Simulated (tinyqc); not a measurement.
Size effects in the resistivity of thin metal films and interconnect lines: one step, computed by the program tinyqc. Command: `OMP_NUM_THREADS=1 python tinyqc.py 3004454 3004455 out.jsonl size walk`. One thread of a shared host (Intel(R) Xeon(R) Processor @ 2.30GHz), about 0.01 s of CPU time with the checks.

Electrons lose their drift at surfaces (a share 1 - p of the hits) and at grain boundaries (reflection R), besides bulk scattering. The line sits in a trench with a non-conducting liner on both walls and the bottom; the spacing equals the drawn width.

Problem. Grain boundaries. Mayadas-Shatzkes: alpha = (lambda/D) R/(1 - R); rho_b/rho = 1 - 3 alpha/2 + 3 alpha^2 - 3 alpha^3 ln(1 + 1/alpha).

Inputs (values chosen for the exercise, modelled on platinum): bulk mean free path lambda = 7.64 nm; grain-boundary reflection R = 0.49.

Geometry: line.

grain size D = 90.9 nm

Give: alpha; rho/rho_b from grains.

Solution.

alpha = 0.08075

rho/rho_b from grains = 1.118

The linear estimate 1 + 3 alpha/2 gives 1.121, within 2 %.
